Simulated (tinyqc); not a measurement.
Inside a calculation: bond unit of a tetrahedral oxide and its oxygen vacancy in tight binding. Values are carried at full precision from step to step, so a last printed digit may differ when a step is redone from the rounded ones.

Two sp3 hybrids h1, h2 at eh = (es + 3 ep)/4 point at one oxygen with orbitals s, px, py, pz; x joins the two cations, z bisects the angle phi, and th = (180 - phi)/2. With u = hbar^2/(m d^2) = 2c/d^2, c = hbar^2/2m0: Vhs = -(1.32 + sqrt3 x 1.42) u/2 and Vhp = (1.42 + sqrt3 x 2.22) u/2. <h|s> = Vhs for both; <h1|px> = Vhp cos(th), <h2|px> = -Vhp cos(th); <h|pz> = Vhp sin(th) for both; py is a lone pair. The unit holds 8 electrons. Coupling between units, which widens the levels into bands, is left out.

Constants: hbar^2/2m0 = 3.80998211 eV angstrom^2.

Inputs chosen for the exercise (near tabulated values for SiO2; shifted at random, so the results belong to these values and not to a real crystal): es = -14.86 eV (s level of the cation); ep = -7.57 eV (p level of the cation); eos = -33.32 eV (s level of oxygen); eop = -16.45 eV (p level of oxygen); d = 1.63 angstrom (cation-oxygen distance); phi = 167 degrees (bond angle at oxygen); R = 2.58 angstrom (cation-cation distance across the vacancy).

## Level and couplings

Form eh, u, Vhs, Vhp and th.

eh (hybrid level) = -9.3925 eV
u = 2.8680 eV

Vhs, Vhp (eV): [-5.4198, 7.5502]

th = 6.5 degrees

## The matrix

Fill it in.

H (eV), rows h1, h2, s, px, py, pz and columns alike:
```
[[-9.3925, 0, -5.4198, 7.5017, 0, 0.8547],
 [0, -9.3925, -5.4198, -7.5017, 0, 0.8547],
 [-5.4198, -5.4198, -33.3200, 0, 0, 0],
 [7.5017, -7.5017, 0, -16.4500, 0, 0],
 [0, 0, 0, 0, -16.4500, 0],
 [0.8547, 0.8547, 0, 0, 0, -16.4500]]
```

## Levels, weights and charge

Diagonalise; the four lowest levels are filled. The excess of electrons on oxygen is twice the oxygen weight of the filled levels less 6.

levels (eV): [-35.5707, -24.1017, -16.5865, -16.4500, -7.0053, -1.7408]

weights, rows h1, h2, s, px, py, pz; columns level 1, level 2, level 3, level 4, level 5, level 6:
```
[[0.040, 0.171, 0.006, 0.000, 0.454, 0.329],
 [0.040, 0.171, 0.006, 0.000, 0.454, 0.329],
 [0.920, 0.000, 0.003, 0.000, 0.077, 0.000],
 [0.000, 0.658, 0.000, 0.000, 0.000, 0.342],
 [0.000, 0.000, 0.000, 1.000, 0.000, 0.000],
 [0.000, 0.000, 0.985, 0.000, 0.015, 0.000]]
```

highest filled to lowest empty = 9.4447 eV
excess electrons on oxygen = 1.132

The highest filled level is the py orbital of oxygen (100 %) and the lowest empty one is 91 % cation hybrid, even under exchange of the two cations. The spacing is that of an isolated unit and exceeds the gap of the solid.

## The odd block in closed form

The combination (h1 - h2)/sqrt2 couples to px alone, with W2 = sqrt2 Vhp cos(th); W3 = (eh - eop)/2; levels (eh + eop)/2 -/+ sqrt(W2^2 + W3^2); polarity W3/sqrt(W2^2 + W3^2).

W2, W3 (eV): [10.6090, 3.5288]

levels of the odd block (eV): [-24.1017, -1.7408]

polarity = 0.3156

## The neutral oxygen vacancy

Without the oxygen the two hybrids face each other at distance R and couple by -V2, V2 = 3.22 x 2c/R^2, c = hbar^2/2m0: a bond at eh - V2 with two electrons and an antibond at eh + V2. Levels are measured from eop, the lone-pair level that stands for the top of the valence band.

Form V2 and the two levels above eop. R is a chosen distance; in real silica the neutral vacancy relaxes to about 2.5 angstrom.

V2 = 3.6861 eV

levels above eop (eV): bond 3.3714, lone hybrid 7.0575, antibond 10.7436

bond-antibond splitting = 7.3722 eV

The filled bond lies 3.37 eV above the lone pairs, so it can trap a hole; the antibond lies above the lowest empty level of the intact unit (9.44 eV). A lone hybrid, as in a dangling bond, sits at 7.06 eV.

## Checks

- Levels of the odd block against the full matrix: they agree to 1e-10 or better.

Computed by tinyqc, a small Python program: `OMP_NUM_THREADS=1 python tinyqc.py 1451358 1451359 out.jsonl` (the numbers bound the seed that draws the inputs); one thread of a shared host (Intel(R) Xeon(R) Processor @ 2.30GHz), about 0.01 s for the whole set of steps.
